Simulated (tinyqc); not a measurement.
Comparisons within one model: sp3s* tight binding with spin-orbit coupling. A value that a table varies takes the place of the one given here.

sp3s* tight binding, nearest neighbours only: anion (a) at 0, cation (c) at a/4 (1,1,1), orbitals s, px, py, pz, s* on each; k in units of 2 pi/a. With phases e_j = exp(i (pi/2) k.n_j) for n = (1,1,1), (1,-1,-1), (-1,1,-1), (-1,-1,1): g0 = (e1+e2+e3+e4)/4, g1 = (e1+e2-e3-e4)/4, g2 = (e1-e2+e3-e4)/4, g3 = (e1-e2-e3+e4)/4. The diagonal holds the levels Esa, Epa, Exa (s*) and Esc, Epc, Exc. Anion-cation block: <sa|sc> = Vss g0; <sa|xc> = Vsapc g1; <xa|sc> = -Vscpa g1; <xa|xc> = Vxx g0; <xa|yc> = <ya|xc> = Vxy g3, <xa|zc> = <za|xc> = Vxy g2, <ya|zc> = <za|yc> = Vxy g1; <s*a|xc> = Vxapc g1; <xa|s*c> = -Vpaxc g1; y and z take g2 and g3 in place of g1; s-s* and s*-s* vanish.

Spin-orbit coupling acts within the p shell of each atom as (D/3) L.sigma, D = Da or Dc: it puts four states at Ep + D/3 and two at Ep - 2D/3.

Values chosen for the exercise (near a published set for SiC, fitted to gaps, whose masses and valley positions are rough; spin-orbit coupling, where it is added without a refit, lifts the valence top and shrinks all gaps by about a third of the splitting; the results hold for these values, not for the real material): Esa = -8.416 eV (s level of the anion); Epa = 2.125 eV (p level of the anion); Esc = -4.81 eV (s level of the cation); Epc = 4.333 eV (p level of the cation); Exa = 9.642 eV (s* level of the anion); Exc = 9.357 eV (s* level of the cation); Vss = -12.482 eV (s-s); Vxx = 3.047 eV (px-px); Vxy = 5.938 eV (px-py); Vsapc = 9.428 eV (s anion, p cation); Vscpa = 9.236 eV (s cation, p anion); Vxapc = 8.653 eV (s* anion, p cation); Vpaxc = 4.382 eV (p anion, s* cation); Da = 0.006 eV (atomic spin-orbit splitting, anion); Dc = 0.045 eV (the same, cation); eta = 1.8 (scaling exponent); D001 = 0.74 (ratio -ezz/exx).

## What the s* orbital does

The s* couplings Vxapc and Vpaxc are scaled by f; f = 0 is the plain sp3 model. Gaps from the top of the valence band at Gamma; the Delta value is the minimum on (x,0,0), 0.5 <= x <= 1.

Gaps (eV):

| f | Gamma | Delta | L | x of the minimum |
|---|---|---|---|---|
| 0.00 | 6.0041 | 7.2552 | 7.3687 | 0.500 |
| 0.25 | 6.0041 | 6.8485 | 7.0065 | 0.500 |
| 0.50 | 6.0041 | 5.7577 | 6.1023 | 0.757 |
| 0.75 | 6.0041 | 4.0149 | 4.8865 | 1.000 |
| 0.90 | 6.0041 | 3.0017 | 4.1054 | 1.000 |
| 1.00 | 6.0041 | 2.3465 | 3.5826 | 1.000 |
| 1.10 | 6.0041 | 1.7093 | 3.0638 | 1.000 |

The gap at Gamma stays, since g1 to g3 vanish there. From f = 0 to 1 the s* levels lower the Delta value by 4.909 eV and L by 3.786 eV. For f = 0 and 0.25 the least value lies at x = 0.5, the end of the range: any valley further out lies above that value until s* has lowered it enough. The lowest of the three is Gamma at f = 0 and the Delta line at f = 1.

## Hydrostatic strain (sp3s* tight binding with spin-orbit coupling, strained)

Strain e moves each bond vector to d = (1 + e) d0 (no internal displacement for the diagonal strains used here) and k is given in fractions of the strained reciprocal cell, so the phases stay. Two-centre values Vss_sigma = Vss/4, Vsp_sigma = sqrt3 V/4 for each s-p and s*-p pair, Vpp_sigma = (Vxx + 2 Vxy)/4, Vpp_pi = (Vxx - Vxy)/4 are scaled by (d0/d)^eta and combined with the new direction cosines; the levels on the diagonal stay.

exx = eyy = ezz = e. Gaps as measured from the top of the valence band; the deformation potentials are (gap(0.01) - gap(-0.01))/0.06.

Gaps (eV):

| e | Gamma | Delta | L | x of the minimum |
|---|---|---|---|---|
| -0.03 | 6.7780 | 2.4408 | 3.7549 | 1.000 |
| -0.02 | 6.5680 | 2.4076 | 3.6974 | 1.000 |
| -0.01 | 6.2820 | 2.3762 | 3.6400 | 1.000 |
| 0.00 | 6.0041 | 2.3465 | 3.5826 | 1.000 |
| 0.01 | 5.7341 | 2.3184 | 3.5252 | 1.000 |
| 0.02 | 5.4716 | 2.2917 | 3.4678 | 1.000 |
| 0.03 | 5.2165 | 2.2666 | 3.4102 | 1.000 |

gap deformation potentials (eV): Gamma -9.132, Delta -0.965, L -1.913

Per unit of volume strain the gaps move by -9.13 (Gamma), -0.96 (Delta) and -1.91 eV (L). The lowest valley stays the Delta line over the range. These potentials follow from the one exponent eta, which fitted models replace by one for each integral; with it the sizes are rough, the sign for Delta can be wrong (in Si, Ge and the III-V crystals measured values are small and positive), and the pressures at which valleys cross, and which valley takes over, are rough too. A gap of zero, where one is listed, marks an s level that has sunk below the valence top.

## Biaxial strain splits the top of the valence band (sp3s* tight binding, strained)

No spin-orbit coupling; k = 0; exx = eyy = e, ezz = -D001 e. The four bonds keep equal lengths, and the sums over them give Vxx(e) for px and py and Vzz(e) for pz; each level is the lower root of [[Epa, V], [V, Epc]], and the s level the upper root of the s block. The shear potential b follows from E(x,y) - E(z) = 3 b (exx - ezz), taken as the slope between e = -0.005 and 0.005.

Couplings and levels at Gamma (eV):

| e | ezz | Vxx(e) | Vzz(e) | E(x,y) | E(z) | E(x,y) - E(z) (meV) | upper s level |
|---|---|---|---|---|---|---|---|
| -0.020 | 0.0148 | 2.9511 | 3.3765 | 0.0782 | -0.3234 | 401.6 | 6.1845 |
| -0.010 | 0.0074 | 3.0001 | 3.2098 | 0.0322 | -0.1653 | 197.5 | 6.0917 |
| -0.005 | 0.0037 | 3.0238 | 3.1279 | 0.0100 | -0.0880 | 98.0 | 6.0452 |
| 0.005 | -0.0037 | 3.0697 | 2.9671 | -0.0331 | 0.0632 | -96.3 | 5.9518 |
| 0.010 | -0.0074 | 3.0918 | 2.8882 | -0.0540 | 0.1370 | -191.0 | 5.9050 |
| 0.020 | -0.0148 | 3.1345 | 2.7333 | -0.0942 | 0.2812 | -375.4 | 5.8111 |

b = -3.722 eV

Under tension in the plane (e > 0) the bonds tilt towards the plane, Vxx grows to 3.0918 and Vzz falls to 2.8882 eV at e = 0.01, and the pz state forms the top of the valence band, by 191.0 meV; under compression (e = -0.01) the px, py pair does, by 197.5 meV. The slope gives b = -3.72 eV, a rough value, since on-site strain terms are left out (measured values lie near -2 eV).

## What each parameter does

Gaps from the top of the valence band at Gamma; Delta is the minimum on (x,0,0), 0.5 <= x <= 1. Each row changes one parameter from the base and keeps the others.

Results:

| case | Ev (eV) | gap Gamma (eV) | gap Delta (eV) | gap L (eV) |
|---|---|---|---|---|
| base | -0.0056 | 6.0041 | 2.3465 | 3.5826 |
| Vss = -12.782 eV | -0.0056 | 6.3011 | 2.3465 | 3.6137 |
| Vxy = 5.738 eV | -0.0056 | 6.0041 | 2.3465 | 3.5523 |
| Epc = 4.633 eV | 0.0901 | 5.9085 | 2.3451 | 3.5697 |
| Exa = 9.942 eV | -0.0056 | 6.0041 | 2.4780 | 3.7076 |
| Vsapc = 9.728 eV | -0.0056 | 6.0041 | 2.5113 | 3.7113 |
| Epa = 1.825 eV | -0.2099 | 6.2085 | 2.5509 | 3.7812 |

The largest shifts from the base row, up to three for each result and ties (the steps differ in size, so this ranks the rows, not the parameters). Ev (eV): Epa -0.2044, Epc +0.0956; unchanged at the printed digits by Vss, Vxy, Exa and Vsapc. gap Gamma (eV): Vss +0.2970, Epa +0.2044, Epc -0.0956; unchanged at the printed digits by Vxy, Exa and Vsapc. gap Delta (eV): Epa +0.2044, Vsapc +0.1648, Exa +0.1315; unchanged at the printed digits by Vss and Vxy. gap L (eV): Epa +0.1986, Vsapc +0.1287, Exa +0.1250. Vxy, Exa and Vsapc cannot move Ev or the gap at Gamma, whose blocks do not hold them; s parameters never move Ev, and move the gap only where the lowest empty level at Gamma is s-like.

Program tinyqc; command `OMP_NUM_THREADS=1 python tinyqc.py 1452249 1452250 out.jsonl`; about 0.1 s on one thread of a shared Intel(R) Xeon(R) Processor @ 2.30GHz.
